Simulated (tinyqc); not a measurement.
## Vertical double-diffused power MOSFET, components of the on-resistance: On-resistance against the width of the p body in one cell

Stripe cells of pitch Wp + a, two channels a cell. Current flows through the channels, spreads in the accumulation layer, passes the gap between the p bodies and spreads at 45 degrees into the drift layer below them. Low drain voltage, full ionisation.

Triangular field at breakdown with Ec = Kc N^(1/8): BV = eps0 eps_r Ec^2/(2 q N), so N = (eps0 eps_r Kc^2/(2 q BV))^(4/3); W = 2 BV/Ec; mu = mud (T/300 K)^(-bt); rho = 1/(q mu N); ideal resistance rho W. Pitch p = Wp + a, Cox = 3.9 eps0/tox; zero-bias depletion in the gap w0 = sqrt(2 eps0 eps_r Vbi/(q N Nj)), open gap g = a - 2 w0; R_ch = Lc p/(2 mch Cox Vov); R_acc = 0.6 a p/(4 mac Cox Vov), 0.6 being an empirical factor for current leaving the layer along its length; R_gap = (rho/Nj) xp p/g; spreading depth t = min(W, (p - g)/2); R_drift = (rho p/2) ln((g + 2 t)/g) + rho (W - t); R_on = the sum with Rs.

Inputs (values chosen for the exercise); bulk values close to those of silicon: temperature T = 300 K; relative permittivity eps_r = 12.2; critical-field constant Kc = 3900 V/cm per (cm^-3)^(1/8); rated breakdown voltage of the drift layer BV = 30 V; drift mobility at 300 K mud = 1200 cm^2/(V s); temperature exponent of the drift mobility bt = 2.5; gate oxide thickness (eps_r 3.9) tox = 99 nm; gate overdrive Vov = 13 V; channel mobility mch = 240 cm^2/(V s); accumulation-layer mobility mac = 620 cm^2/(V s); channel length Lc = 0.7 um; gap between neighbouring p bodies a = 2 um; depth of the p body xp = 0.8 um; doping of the gap over the drift doping Nj = 1; built-in voltage of the body junction Vbi = 0.825 V; substrate and contact resistance Rs = 0.44 mohm cm^2.

Constants: q = 1.602176634e-19 C, eps0 = 8.8541878128e-14 F/cm where lengths are in cm. Results are converted to the units shown.

The same in every row: ideal (mohm cm^2) = 0.03581.

Result of one run:
```
R_ch (mohm cm^2),R_acc (mohm cm^2),R_gap (mohm cm^2),R_drift (mohm cm^2),R_on (mohm cm^2),largest term
0.1479,0.04909,0.06109,0.06101,0.7591,substrate
```

Which width of the p body in one cell, channels included Wp gave this result: 2, 2.6, 4.6, 6.1 or 14 um?

Wp = 2.6 um.

The whole series:
```
Wp (um),R_ch (mohm cm^2),R_acc (mohm cm^2),R_gap (mohm cm^2),R_drift (mohm cm^2),R_on (mohm cm^2),largest term
2,0.1286,0.04268,0.05312,0.05323,0.7177,substrate
2.6,0.1479,0.04909,0.06109,0.06101,0.7591,substrate
3.5,0.1769,0.05869,0.07304,0.07294,0.8216,substrate
4.6,0.2123,0.07043,0.08765,0.08753,0.8979,substrate
6.1,0.2605,0.08644,0.1076,0.1074,1.002,substrate
8,0.3216,0.1067,0.1328,0.1326,1.134,substrate
11,0.4181,0.1387,0.1726,0.1724,1.342,substrate
14,0.5146,0.1707,0.2125,0.2122,1.550,channel
```

R_on rises from 0.718 to 1.55 mohm cm^2. The substrate term is the largest at Wp = 2, the channel term from 14 on. R_on is 20.0 times the ideal drift resistance in the first row and 43.3 times in the last.

tinyqc, about 0.01 s, one thread, Intel Xeon 2.30GHz (shared host): `OMP_NUM_THREADS=1 python tinyqc.py 2230106 2230107 out.jsonl`
